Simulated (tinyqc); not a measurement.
# Body thickness for a wanted scale length

Problem. A double-gate structure has tan(pi ti/Lambda) tan(pi ts/(2 Lambda)) = ei/eps_r, both angles below pi/2. Find ts.

Inputs (values chosen for the exercise); permittivities: semiconductor close to that of silicon, insulator close to that of silicon dioxide: relative permittivity of the semiconductor eps_r = 11.5; relative permittivity of the insulator ei = 3.81; insulator thickness ti = 1.3 nm.

Lambda = 15.883698 nm

Answer. The condition is explicit in ts: an arctangent, taken between 0 and pi/2.

ts = 9.10 nm

Computed by the program tinyqc: `OMP_NUM_THREADS=1 python tinyqc.py 2420158 2420159 out.jsonl`, one thread of a shared Intel Xeon 2.30GHz, about 0.01 s for the whole run.
